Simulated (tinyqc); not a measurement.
# Floating body of a partially depleted SOI transistor: body voltage and kink: effects of single changes

Source at 0 V. Channel current Ic = 2 nf K Vt^2 [F(0) - F(Vd)](1 + la Vd), F(V) = ln^2(1 + exp((Vg - VT - nf V)/(2 nf Vt))), VT = VT0 - gb Vb. Saturation voltage Vs = 2 Vt sqrt(F(0)) + 3 Vt, excess Ve = (Vd - Vs + sqrt((Vd - Vs)^2 + 0.0004 V^2))/2, multiplication M1 = Ai Ve exp(-Bl/Ve). Each junction passes D(v) = J1 (exp(v/Vt) - 1) + J2 (exp(v/(2 Vt)) - 1). Bipolar current Ib = bb J1 (exp(Vb/Vt) - 1). The body settles where M1 (Ic + Ib) = D(Vb) + D(Vb - Vd) + Vb/Rb; drain current Id = (1 + M1)(Ic + Ib) - D(Vb - Vd).

Inputs (values chosen for the exercise); values of the order met in partially depleted silicon-on-insulator transistors:
```
symbol   value         unit                                                                                            meaning
T          398            K                                                                                        temperature
VT0       0.45            V                                                                     threshold at zero body voltage
gb        0.22                                                                  fall of the threshold per volt of body voltage
nf        1.42                                                                                                    slope factor
K          230  uA/(V^2 um)                                                                              gain factor per width
la        0.08          1/V                                                                   channel-length modulation factor
Ai        2.51          1/V                                                                        impact-ionisation prefactor
Bl           7            V                                                                          impact-ionisation voltage
J1      1.6e-8        uA/um                                                      diffusion saturation current of each junction
J2      1.2e-6        uA/um                                                  recombination saturation current of each junction
bb           3                                                 gain of the lateral bipolar transistor on the diffusion current
Rb         1e9      kohm um  resistance of a weak body tie to the source (1e9 stands for no tie, and the term is then dropped)
Vg        0.99            V                                                                                       gate voltage
Vd         2.5            V                                                                                      drain voltage
```

Constants: q = 1.602176634e-19 C, kB = 1.380649e-23 J/K, Vt = kB T/q. Results are converted to the units shown.

Each table varies one quantity; the others keep the values above.

## Output curve and kink

Rows with more than one solution for Vb (latch) are left out; dId/dVd by a forward difference over 1e-4 V, swing = 1e-4 V over the change of log10 Id; M1 under 1e-12 is printed as 0.

Result of one run:

| Vd (V) | Vb (V) | M1 | Id, floating (uA/um) | Id, grounded (uA/um) | ratio | dId/dVd, floating (uS/um) | dId/dVd, grounded (uS/um) |
|---|---|---|---|---|---|---|---|
| 2 | 0.6217 | 0.02582 | 47.83 | 28.47 | 1.680 | 29.38 | 5.790 |

What becomes of these results when the drain voltage Vd is changed from 2 to 1.6 V, all else the same?

Result of the changed run:

| Vd (V) | Vb (V) | M1 | Id, floating (uA/um) | Id, grounded (uA/um) | ratio | dId/dVd, floating (uS/um) | dId/dVd, grounded (uS/um) |
|---|---|---|---|---|---|---|---|
| 1.6 | 0.5415 | 0.002956 | 40.17 | 26.82 | 1.498 | 13.28 | 2.824 |

The whole series:

| Vd (V) | Vb (V) | M1 | Id, floating (uA/um) | Id, grounded (uA/um) | ratio | dId/dVd, floating (uS/um) | dId/dVd, grounded (uS/um) |
|---|---|---|---|---|---|---|---|
| 1 | 0.1904 | 7.073e-7 | 29.64 | 25.54 | 1.161 | 32.55 | 1.893 |
| 1.2 | 0.3807 | 3.952e-5 | 34.56 | 25.92 | 1.333 | 18.07 | 1.932 |
| 1.4 | 0.4785 | 5.223e-4 | 37.59 | 26.33 | 1.428 | 13.24 | 2.169 |
| 1.6 | 0.5415 | 0.002956 | 40.17 | 26.82 | 1.498 | 13.28 | 2.824 |
| 1.8 | 0.5867 | 0.01019 | 43.21 | 27.49 | 1.572 | 18.08 | 4.029 |
| 2 | 0.6217 | 0.02582 | 47.83 | 28.47 | 1.680 | 29.38 | 5.790 |
| 2.2 | 0.6510 | 0.05331 | 55.70 | 29.84 | 1.866 | 51.96 | 8.037 |

Vb rises from 0.190 to 0.651 V and the ratio of the currents rises from 1.16 to 1.87. The output conductance with a floating body exceeds the grounded value by the largest factor among the rows, 17.2, at Vd = 1 V, where Vb = 0.190 V and M1 = 7.07e-7.

## Transfer curve and swing

Same model as above.

Transfer curve and swing:

| Vg (V) | Vb (V) | M1 | Id, floating (uA/um) | Id, grounded (uA/um) | ratio | swing, floating (mV/decade) | swing, grounded (mV/decade) |
|---|---|---|---|---|---|---|---|
| 0 | 0.3130 | 0.3237 | 0.001062 | 1.186e-4 | 8.959 | 54.12 | 113.9 |
| 0.1 | 0.4741 | 0.3217 | 0.07126 | 8.998e-4 | 79.20 | 65.14 | 113.9 |
| 0.2 | 0.5666 | 0.3157 | 1.015 | 0.006673 | 152.1 | 118.4 | 116.5 |
| 0.3 | 0.6175 | 0.3022 | 4.588 | 0.04583 | 100.1 | 198.5 | 123.7 |
| 0.4 | 0.6474 | 0.2799 | 11.62 | 0.2653 | 43.81 | 311.9 | 141.4 |
| 0.5 | 0.6654 | 0.2517 | 21.32 | 1.148 | 18.57 | 463.3 | 178.4 |
| 0.6 | 0.6764 | 0.2221 | 32.49 | 3.507 | 9.263 | 642.7 | 241.6 |
| 0.7 | 0.6833 | 0.1936 | 44.47 | 7.948 | 5.595 | 833.6 | 329.6 |
| 0.8 | 0.6875 | 0.1670 | 57.03 | 14.59 | 3.908 | 1023 | 435.6 |

Vb rises from 0.313 to 0.688 V. The smallest swing among the rows is 54.1 mV a decade with a floating body (at Vg = 0 V) and 114 with a grounded one; Vt ln 10 = 79.0. The floating swing is smaller by more than 3 % for Vg = 0, 0.1 V, where the rising Vb lowers the threshold as Vg rises. In the first row the floating body raises the current by a factor of 8.96.

Range of the model: The multiplication law is an empirical form chosen for the exercise; self-heating and capacitive coupling to the body are left out, and the linear laws are rough once Vb passes about 0.7 V or M1 about 0.1.

Numbers from tinyqc (`OMP_NUM_THREADS=1 python tinyqc.py 2182031 2182032 out.jsonl`; about 0.2 s on one thread of a shared Intel Xeon 2.30GHz).
